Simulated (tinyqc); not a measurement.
# Worked calculation: frequency dispersion of an accumulation capacitance by border traps, distributed model

tinyqc, about 0.3 s, one thread, Intel Xeon 2.30GHz (shared host): `OMP_NUM_THREADS=1 python tinyqc.py 2202040 2202041 out.jsonl` Printed values are rounded.

Traps spread evenly through the insulator exchange electrons with the semiconductor by tunnelling, with tau(x) = t0 exp(2 ka x) at depth x from the interface. The admittance per area Y seen at depth x obeys dY/dx = -Y^2/(i w eps0 eox) + q Nb ln(1 + i w tau)/tau, with Y(0) = i w Cs and w = 2 pi f; the gate sees Y(tox) = G + i w C. Working variable y = Y/(i w), in uF/cm^2. Cox = eps0 eox/tox.

Parameters, values chosen for the exercise; permittivity close to that of aluminium oxide:
- eox = 8.73 (relative permittivity of the insulator)
- tox = 4.4 nm (insulator thickness)
- Cs = 2.4 uF/cm^2 (semiconductor capacitance in accumulation)
- Nb = 1.3e19 cm^-3 eV^-1 (density of border traps)
- ka = 6.5 1/nm (decay constant of the wave function in the insulator)
- t0 = 8e-10 s (time constant of a trap at the interface)
- f = 1000 Hz (frequency)
- xe = 1.3 nm (depth down to which the steps are taken)

Constants: q = 1.602176634e-19 C, eps0 = 8.8541878128e-14 F/cm where lengths are in cm. Results are converted to the units shown.

## Scales and lumped estimate

Cox; trap-free value 1/(1/Cox + 1/Cs); response depth d = ln(1/(w t0))/(2 ka), where w tau = 1; lumped estimate: all traps within d act as C_bt = q Nb d placed at d/2, so C = 1/{1/[1/(1/Cs + d/(2 eps0 eox)) + C_bt] + (tox - d/2)/(eps0 eox)}.

Cox = 1.756751 uF/cm^2
trap-free C = 1.014302 uF/cm^2
d = 0.9385213 nm
C_bt = 0.1954780 uF/cm^2
lumped C = 1.058028 uF/cm^2

The traps within reach amount to 0.0814 Cs and lie in the first 21.3 % of the insulator.

## Midpoint steps through the active depth

In terms of y: dy/dx = -y^2/(eps0 eox) + s(x), s = q Nb ln(1 + z)/z, z = i w tau. 9 midpoint steps of h = xe/9: y_half = y + (h/2) y'(x, y), y(new) = y + h y'(x + h/2, y_half).

x, point 0 to 9 (nm): [0, 0.1444444, 0.2888889, 0.4333333, 0.5777778, 0.7222222, 0.8666667, 1.011111, 1.155556, 1.3]
s, point 0 to 9 (uF/(cm^2 nm)): [0.2082830-0.0000005i, 0.2082830-0.0000034i, 0.2082830-0.0000224i, 0.2082828-0.0001464i, 0.2082771-0.0009570i, 0.2080328-0.0062467i, 0.1984587-0.0380534i, 0.0972465-0.0822135i, 0.0187361-0.0349993i, 0.0029608-0.0089092i]
y, point 0 to 9 (uF/cm^2): [2.400000+0.000000i, 2.325899+0.000000i, 2.257954-0.000001i, 2.195497-0.000009i, 2.137952-0.000062i, 2.084813-0.000405i, 2.035425-0.002625i, 1.983437-0.012678i, 1.918617-0.020025i, 1.853270-0.021120i]

## Capacitance and conductance at the gate

y at xe = 1.853270-0.021120i uF/cm^2

Beyond xe the traps are ignored, so 1/y(tox) = 1/y(xe) + (tox - xe)/(eps0 eox); C = Re y, G/w = -Im y, loss tangent G/(w C).

y at the gate = 1.063143-0.006950i uF/cm^2
C = 1.063143 uF/cm^2
G/w = 0.006949614 uF/cm^2
loss tangent = 0.006536856

A fine integration over the whole insulator gives C = 1.0632 and G/w = 0.007202 uF/cm^2; the coarse G/w is 3.5 % below that. The fine C is 4.8 % above the trap-free value, and the lumped estimate is 0.48 % below the fine result.
